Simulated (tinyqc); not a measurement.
Harmonic transition-state theory with quantum, tunnelling and friction corrections: one step, computed by the program tinyqc. Command: `OMP_NUM_THREADS=1 python tinyqc.py 3009526 3009527 out.jsonl rates walk`. One thread of a shared host (Intel(R) Xeon(R) Processor @ 2.30GHz), about 0.06 s of CPU time with the checks.

One atom hops between equivalent sites; three modes at the minimum and two real modes at the saddle are treated as harmonic, the rest of the crystal as unchanged; melting is ignored, so hot rows may lie above the melting point.

Question. Tunnelling factors. With u = h nu_b/(k_B T): Wigner factor 1 + u^2/24; parabolic barrier (Bell) (u/2)/sin(u/2), valid above T_c = h nu_b/(2 pi k_B); symmetric Eckart barrier: kappa = int_0^infinity P(E) exp(-(E - E_b)/(k_B T)) dE/(k_B T), P = (cosh 2a - 1)/(cosh 2a + cosh 2d), a = alpha sqrt(E/E_b), alpha = 2 pi E_b/(h nu_b), 2d = 2 sqrt(alpha^2 - pi^2/4).

Inputs (values chosen for the exercise, modelled on a vacancy in silicon): barrier E_b = 0.408 eV; imaginary frequency at the saddle nu_b = 3.41 THz; temperature T = 194 K.

Lattice of sites: three-dimensional.

Constants: h x 1 THz = 4.135667696 meV; k_B = 8.617333262e-05 eV/K.

Give: u; crossover temperature T_c; Wigner factor; Bell factor; Eckart factor.

Answer.

u = 0.8436

crossover temperature T_c = 26.05 K

Wigner factor = 1.030

Bell factor = 1.030

Eckart factor = 1.031

T/T_c = 7.45: tunnelling is a small correction.
